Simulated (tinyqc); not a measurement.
p-type polysilicon, carrier trapping at grain boundaries: two steps of the calculation.

One-dimensional grains of size Lg, uniform ionised doping N, monovalent traps Qt at each boundary at a depth Et below (for electrons) or above (for holes) the band edge there, abrupt depletion of width W on each side of a boundary, Boltzmann statistics. xi is the distance from the band edge at the grain centre to the Fermi level. Trapped charge Qt/(1 + exp((xi + VB - Et)/Vt)) = 2 N W, barrier VB = q N W^2/(2 eps0 eps_r).

Parameters, values chosen for the exercise; values of the order met in polycrystalline silicon: temperature T = 250 K; relative permittivity eps_r = 11.7; valence-band density of states at T NB = 2.02e19 cm^-3; grain size Lg = 190 nm; trap density of a grain boundary Qt = 1.3e12 cm^-2; depth of the trap level from the majority band edge at the boundary Et = 0.42 eV; doping N = 1.6e17 cm^-3.

Constants: q = 1.602176634e-19 C, kB = 1.380649e-23 J/K, Vt = kB T/q, eps0 = 8.8541878128e-14 F/cm where lengths are in cm. Results are converted to the units shown.

Problem 1. New W. Partly depleted grain, xi = Vt ln(NB/N): f = 1/(1 + exp((xi + VB - Et)/Vt)), g = Qt f - 2 N W, g' = -2 Qt f (1 - f) VB/(W Vt) - 2 N, W(new) = W - g/g'.

W after iteration 1 = 40.598918 nm

Give: VB; f; g; g'; W after iteration 2.

Solution 1.

VB = 0.20394 V
f = 0.99446
g = -6.3617e9 cm^-2
g' = -3.5337e10 cm^-2/nm
W after iteration 2 = 40.419 nm

Problem 2. Depletion width, Fermi level and barrier. If the trap equation with xi = Vt ln(NB/N) has a root W < Lg/2, the grain is partly depleted; otherwise W = Lg/2 and the trap equation gives xi = Et - VB + Vt ln(Qt/(N Lg) - 1). N* = Qt/Lg.

Give: N*; W; xi; VB; share of traps filled.

Solution 2.

N* = 6.842e16 cm^-3
W = 40.42 nm
xi = 0.1042 V
VB = 0.2021 V
share of traps filled = 0.9949

N is 2.34 N*, and the grain is partly depleted; VB = 9.38 Vt.

Program tinyqc, `OMP_NUM_THREADS=1 python tinyqc.py 2830107 2830108 out.jsonl`; Intel Xeon 2.30GHz, shared host, one thread, about 0.01 s.
